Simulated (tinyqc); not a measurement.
# Germanium share from the critical thickness

Problem. Critical thickness (Matthews-Blakeslee, 60-degree dislocations): h = bv (1 - nu/4)[ln(h/bv) + 1]/(4 pi e_par (1 + nu)), nu = c12/(c11 + c12). e_par = b1 x. Find e_par and x.

Parameters, values chosen for the exercise: lattice mismatch per unit x b1 = 0.0418; elastic constant c11 = 167 GPa; elastic constant c12 = 65.4 GPa; Burgers vector bv = 0.384 nm.

critical thickness = 5.5673678 nm

Answer. For given h the relation is explicit in the strain.

e_par = 1.46 %
x = 0.350

tinyqc, about 0.01 s, one thread, Intel Xeon 2.30GHz (shared host): `OMP_NUM_THREADS=1 python tinyqc.py 2530072 2530073 out.jsonl`
